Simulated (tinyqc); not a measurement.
# MOS inversion layer, Poisson-Schroedinger loop: two studies

Electrons confined at an insulator interface at z = 0, treated as a hard wall; parabolic valleys, Hartree approximation, no image or exchange terms. The depletion charge lies far deeper than the electrons and gives a uniform field q Nd/(eps0 eps_r); the gate balances all charge. Energies are counted from the band edge at the interface.

Inputs (values chosen for the exercise); masses and permittivity close to those of silicon (100):
- T = 300 K (temperature)
- eps_r = 11.6 (relative permittivity)
- mz1 = 0.907 m0 (mass along z of valley set A (2 valley(s)))
- md1 = 0.188 m0 (in-plane density-of-states mass of set A)
- mz2 = 0.188 m0 (mass along z of valley set B (4 valley(s)))
- md2 = 0.414 m0 (in-plane density-of-states mass of set B)
- Ns = 3.2e11 cm^-2 (sheet density of electrons)
- Nd = 4.1e11 cm^-2 (sheet density of depletion charge)
- dE = 0.04 eV (extra shift of set B (strain))

Constants: q = 1.602176634e-19 C, kB = 1.380649e-23 J/K, hbar = 1.054571817e-34 J s, m0 = 9.1093837015e-31 kg, Vt = kB T/q, eps0 = 8.8541878128e-14 F/cm where lengths are in cm, hbar^2/(2 m0) = 0.0380998212 eV nm^2. Results are converted to the units shown.

Each table varies one quantity; the others keep the values above.

## Effect of the sheet density of electrons

Schroedinger equation -(C/mz) psi'' + (V0 + U + dE for set B) psi = E psi, C = hbar^2/(2 m0), psi(0) = 0, on a uniform mesh of 800 nodes with a far wall at 37 nm, 8 levels a set; V0 = q Nd z/(eps0 eps_r); dU/dz = q (Ns - integral of n from 0 to z)/(eps0 eps_r), U(0) = 0; N_k = g md m0 q Vt/(pi hbar^2) ln(1 + exp((EF - E_k)/Vt)), g the number of valleys of the set, sum N_k = Ns. Triangular well: E_k = a_k (C F^2/mz)^(1/3), a_1 = 2.338107, a_2 = 4.087949, C = hbar^2/(2 m0), F in eV/nm. Fang-Howard (all electrons in the lowest level of set A): b^3 = 6 (mz1/C) q (Nd + 11 Ns/32)/(eps0 eps_r), centroid 3/b, level C b^2/(4 mz1) + (3/b) q (Nd + 11 Ns/16)/(eps0 eps_r). The centroid adds 3.9 z_av/eps_r to an oxide-equivalent thickness.

Results:
```
Ns (cm^-2),A1 (meV),B1 (meV),EF (meV),share of A1 (%),share of set A (%),centroid z_av (nm),added oxide equivalent (nm),Fang-Howard centroid (nm)
1e11,31.7,92.5,-87.3,40.5,76.7,5.06,1.70,3.01
2.1e11,35.6,97.9,-62.9,42.3,77.2,4.84,1.63,2.93
4.5e11,43.4,109,-33.1,45.7,78.3,4.46,1.50,2.78
9.7e11,58.1,129,5.58,51.5,80.3,3.89,1.31,2.54
4.4e12,129,222,131,68.3,86.3,2.52,0.846,1.85
9.4e12,204,320,245,75.3,88.9,1.93,0.650,1.49
2e13,331,486,430,78.1,89.4,1.50,0.504,1.18
```

Estimate the missing row, Ns = 2.1e12 cm^-2.

Computed row:
```
Ns (cm^-2),A1 (meV),B1 (meV),EF (meV),share of A1 (%),share of set A (%),centroid z_av (nm),added oxide equivalent (nm),Fang-Howard centroid (nm)
2.1e12,84.8,165,58.5,59.7,83.2,3.19,1.07,2.20
```

With this row back in the table: As Ns goes from 1e11 to 2e13, A1 rises from 31.7 to 331 meV, the share of A1 rises from 40.5 to 78.1 % and the centroid falls from 5.06 to 1.50 nm. A1 goes as Ns^(0.64) between the last two rows (a triangular well in the field of that charge alone gives 2/3). EF lies more than 2 meV above A1 for Ns = 4.4e12, 9.4e12, 2e13. The Fang-Howard centroid is 40 % below the full one in the first row, where A1 holds 40.5 %, and 21 % below it in the last, where A1 holds 78.1 %. For Ns = 1e11, 2.1e11, 4.5e11 the eighth level of a set still holds over 0.4 % of the electrons, so more levels and a farther wall would raise the centroid.

## Effect of the extra shift of set B (strain)

Schroedinger equation -(C/mz) psi'' + (V0 + U + dE for set B) psi = E psi, C = hbar^2/(2 m0), psi(0) = 0, on a uniform mesh of 800 nodes with a far wall at 36 nm, 8 levels a set; V0 = q Nd z/(eps0 eps_r); dU/dz = q (Ns - integral of n from 0 to z)/(eps0 eps_r), U(0) = 0; N_k = g md m0 q Vt/(pi hbar^2) ln(1 + exp((EF - E_k)/Vt)), g the number of valleys of the set, sum N_k = Ns.

The same in every row: Fang-Howard centroid (nm) = 2.86.

Results:
```
dE (eV),A1 (meV),B1 (meV),EF (meV),share of A1 (%),share of set A (%),centroid z_av (nm),added oxide equivalent (nm)
-0.05,40.1,14.9,-98.8,5.89,10.1,5.59,1.88
-0.02,39.9,44.5,-74.4,15.2,26.2,5.36,1.80
0.01,39.6,73.7,-56.8,30.1,52.7,5.00,1.68
0.04,39.3,103,-47.2,43.9,77.8,4.66,1.57
0.07,39.1,133,-43.2,51.4,91.7,4.47,1.50
0.1,39.0,162,-41.8,54.4,97.2,4.39,1.48
0.16,39.0,222,-41.2,55.7,99.7,4.36,1.47
```

Estimate the missing row, dE = 0.13 eV.

Computed row:
```
dE (eV),A1 (meV),B1 (meV),EF (meV),share of A1 (%),share of set A (%),centroid z_av (nm),added oxide equivalent (nm)
0.13,39.0,192,-41.4,55.4,99.1,4.37,1.47
```

With this row back in the table: As dE goes from -0.05 to 0.16, A1 falls from 40.1 to 39.0 meV, the share of A1 rises from 5.89 to 55.7 % and the centroid falls from 5.59 to 4.36 nm. The Fang-Howard centroid is 49 % below the full one in the first row, where A1 holds 5.89 %, and 35 % below it in the last, where A1 holds 55.7 %. For dE = 0.04, 0.07, 0.1, 0.13, 0.16 the eighth level of a set still holds over 0.4 % of the electrons, so more levels and a farther wall would raise the centroid.

tinyqc, about 0.9 s, one thread, Intel Xeon 2.30GHz (shared host): `OMP_NUM_THREADS=1 python tinyqc.py 2160160 2160161 out.jsonl`
